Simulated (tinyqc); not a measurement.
Nanowire ballistic transistor, top-of-the-barrier model: course of the iteration: self-consistent potential at the barrier top.

At the top of the source barrier, states moving towards the drain are filled by the source (Fermi level 0) and states moving back by the drain (Fermi level -q Vd); nothing scatters. U is the shift of the band edge there, set by the capacitances CG, CD and CS (the total) and by the charge. Parabolic one-dimensional subbands; the source is grounded.

eta1 = -(E0 + U)/Vt, eta2 = eta1 - Vd/Vt, n = (N0/2)[F_(-1/2)(eta1) + F_(-1/2)(eta2)], F_(-1/2)(x) = (1/sqrt(pi)) int_0^infinity u^(-1/2)/(1 + exp(u - x)) du. Each F is summed over the two subbands, F(eta) + F(eta - dE/Vt), which share the mass. U(out) = UL + q (n - n0)/CS. U(new) = U(out).

Stop when U changes by less than 1e-9 eV, or after 25 iterations.

Values chosen for this exercise; mass and valleys close to those of gallium nitride: temperature T = 77 K; offset of a second subband (0: none) dE = 0.29 eV; band edge at the barrier top above the source Fermi level at zero bias E0 = 0.3 eV; drain voltage Vd = 0.2 V.

Constants: q = 1.602176634e-19 C, kB = 1.380649e-23 J/K, Vt = kB T/q. Results are converted to the units shown.

U at the start (U = UL) = -0.3662 eV
N0 = 1.06604e6 cm^-1
CS = 4.82503 pF/cm
n0 = 2.46759e-14 cm^-1
UL = -0.3662 eV

Course of the iteration:

| iteration | U (eV) | \|change\| (eV) |
|---|---|---|
| 1 | -0.303393 | 0.0628 |
| 2 | -0.351818 | 0.0484 |
| 3 | -0.310803 | 0.0410 |
| 4 | -0.343096 | 0.0323 |
| 5 | -0.315871 | 0.0272 |
| 6 | -0.337459 | 0.0216 |
| 7 | -0.319471 | 0.0180 |
| 8 | -0.333814 | 0.0143 |
| 9 | -0.321976 | 0.0118 |
| ... | ... | ... |
| 17 | -0.326097 | 2.20e-3 |
| 18 | -0.327878 | 1.78e-3 |
| 19 | -0.326432 | 1.45e-3 |
| 20 | -0.327602 | 1.17e-3 |
| 21 | -0.326652 | 9.50e-4 |
| 22 | -0.327421 | 7.69e-4 |
| 23 | -0.326797 | 6.24e-4 |
| 24 | -0.327303 | 5.05e-4 |
| 25 | -0.326893 | 4.10e-4 |

Did this iteration meet its convergence test, and what does its course show?

No. Not converged within 25 iterations. The value swings about the solution and each change is still 0.81 times the one before. At the solution, U = -0.3271 eV, the quantum capacitance is 0.811 times CS, and dU(out)/dU = -CQ/CS. A rerun with Newton steps converges in 5 iterations.

Numbers from tinyqc (`OMP_NUM_THREADS=1 python tinyqc.py 2400004 2400005 out.jsonl`; about 0.09 s on one thread of a shared Intel Xeon 2.30GHz).
